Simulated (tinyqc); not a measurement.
Worked calculation: Hubbard chain of 4 sites. One step of it, computed by the program tinyqc.

Question. Mean-field iteration 2. H(up) = T + U n(down), H(down) = T + U n(up); fill the lowest levels; n(new) = n + mixing (n(out) - n); E = tr T (rho up + rho down) + U sum n_up n_down of the output.

one-body matrix (hopping and site energies) (eV):
```
,1,2,3,4
1,0.000000,-1.780000,0.000000,0.000000
2,-1.780000,0.000000,-1.780000,0.000000
3,0.000000,-1.780000,0.000000,-1.780000
4,0.000000,0.000000,-1.780000,0.000000
```

U = 11.600000 eV

electrons, up and down: 2  1

mixing = 1

n(up) after iteration 1: 1 0.696019, 2 0.364122, 3 0.635878, 4 0.303981

n(down) after iteration 1: 1 0.110914, 2 0.433230, 3 0.290377, 4 0.165479

Give: levels, up; levels, down; energy; n(up) after iteration 2; n(down) after iteration 2.

Answer.

levels, up (eV): 0.130  0.917  3.792  6.761

levels, down (eV): 2.337  3.527  8.073  9.263

energy = -0.694 eV

n(up) after iteration 2: 1 0.837, 2 0.179, 3 0.359, 4 0.625

n(down) after iteration 2: 1 0.033, 2 0.343, 3 0.193, 4 0.432
